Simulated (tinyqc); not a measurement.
Inside a calculation. Model: MOS capacitor on a p-type substrate, surface potential from the exact charge relation.

Numbers from tinyqc (`OMP_NUM_THREADS=1 python tinyqc.py 2060097 2060098 out.jsonl`; about 0.01 s on one thread of a shared Intel Xeon 2.30GHz). Printed values are rounded.

Uniform p-type substrate, Boltzmann statistics, full ionisation, classical densities. psi is the surface potential against the body (positive when the bands bend down) and u = psi/Vt. Traps are spread evenly over the gap and neutral at flat band, so their charge is -q Dit psi; the minority quasi-Fermi level is shifted by Vb.

Values chosen for this exercise; band and dielectric values close to those of silicon: temperature T = 300 K; band gap Eg = 1.1 eV; relative permittivity eps_r = 11.7; conduction-band density of states at T Nc = 2.78e19 cm^-3; valence-band density of states at T Nv = 2.63e19 cm^-3; electron affinity chi = 3.98 eV; acceptor density of the substrate N = 3e16 cm^-3; relative permittivity of the gate insulator (close to hafnium oxide) eox = 21.4; insulator thickness tox = 42 nm; gate work function phiM = 4.13 eV; fixed charge at the interface, in units of q Nf = 0 cm^-2; density of interface traps Dit = 0 cm^-2 eV^-1; reverse bias of the inversion layer against the body Vb = 0 V; gate voltage against the body Vg = -0.27 V.

Constants: q = 1.602176634e-19 C, kB = 1.380649e-23 J/K, Vt = kB T/q, eps0 = 8.8541878128e-14 F/cm where lengths are in cm. Results are converted to the units shown.

## Flat band, threshold and scales

ni = sqrt(Nc Nv) exp(-Eg/(2 Vt)), Eg in volts; phiF = Vt ln(N/ni); Cox = eps0 eox/tox; Vfb = phiM - chi - (Eg - Vt ln(Nv/N)) - q Nf/Cox; Q0 = sqrt(2 eps0 eps_r q N Vt); r = (ni/N)^2 exp(-Vb/Vt); VT = Vfb + [(2 phiF + Vb)(1 + q Dit/Cox) + sqrt(2 eps0 eps_r q N (2 phiF + Vb))/Cox].

ni = 1.55742e10 cm^-3
phiF = 0.374107 V
Cox = 0.451142 uF/cm^2
Vfb = -0.774824 V
Q0 = 16.0452 nC/cm^2
r = 2.69508e-13
VT = 0.164726 V

## Starting value

psi = Vg - Vfb (all of the voltage in the semiconductor).

psi at the start = 0.504824 V

## Iteration 1: Newton step for the surface potential

u = psi/Vt; F^2 = exp(-u) + u - 1 + r (exp(u) - u - 1); Qs = -sign(u) Q0 F; Cs = -dQs/dpsi = (Q0/Vt) |1 - exp(-u) + r (exp(u) - 1)|/(2 F). f = Vfb + psi + (q Dit psi - Qs)/Cox - Vg, f' = 1 + (Cs + q Dit)/Cox, psi(new) = psi - f/f'.

u = 19.5274
F = 4.30436
Qs = -69.0644 nC/cm^2
Cs = 0.0721021 uF/cm^2
f = 0.153088 V
f' = 1.15982
psi after iteration 1 = 0.372831 V

## Iteration 2: Newton step for the surface potential

As before.

u = 14.4217
F = 3.66357
Qs = -58.7827 nC/cm^2
Cs = 0.0847065 uF/cm^2
f = -0.00169501 V
f' = 1.18776
psi after iteration 2 = 0.374258 V

## Course of the Newton iteration

Stop when the step is below 1e-10 V, or after 60 iterations.

Course of the iteration:
```
iteration  psi before the step (V)     f (V)  step (V)
1                         0.504824     0.153    -0.132
2                         0.372831  -1.70e-3   1.43e-3
3                         0.374258  -2.75e-7   2.32e-7
4                         0.374258   < 1e-13   < 1e-13
```

Converged in 4 iterations.

## Charges, field and capacitances at the solution

converged psi = 0.374258 V

u = psi/Vt; F^2 = exp(-u) + u - 1 + r (exp(u) - u - 1); Qs = -sign(u) Q0 F; Cs = -dQs/dpsi = (Q0/Vt) |1 - exp(-u) + r (exp(u) - 1)|/(2 F). Low frequency: 1/C_LF = 1/Cox + 1/(Cs + q Dit). High frequency, in the simple estimate in which traps and minority carriers do not follow: 1/C_HF = 1/Cox + 1/Cd, Cd being Cs with r = 0 at the same psi. Minority sheet density N_inv = (Q0/(2 q)) int_0^u r (exp(t) - 1)/F(t) dt for u > 0. Oxide field |Qs - q Dit psi + q Nf|/(eps0 eox).

Qs = -58.9035 nC/cm^2
N_inv = 7424.00 cm^-2
oxide field = 0.0310870 MV/cm
Cs = 0.0845328 uF/cm^2
C_LF/Cox = 0.157806
C_HF/Cox = 0.157806

The surface is in weak inversion (borders at |psi| = 0, phiF + Vb and 2 phiF + Vb = 0.748 V).
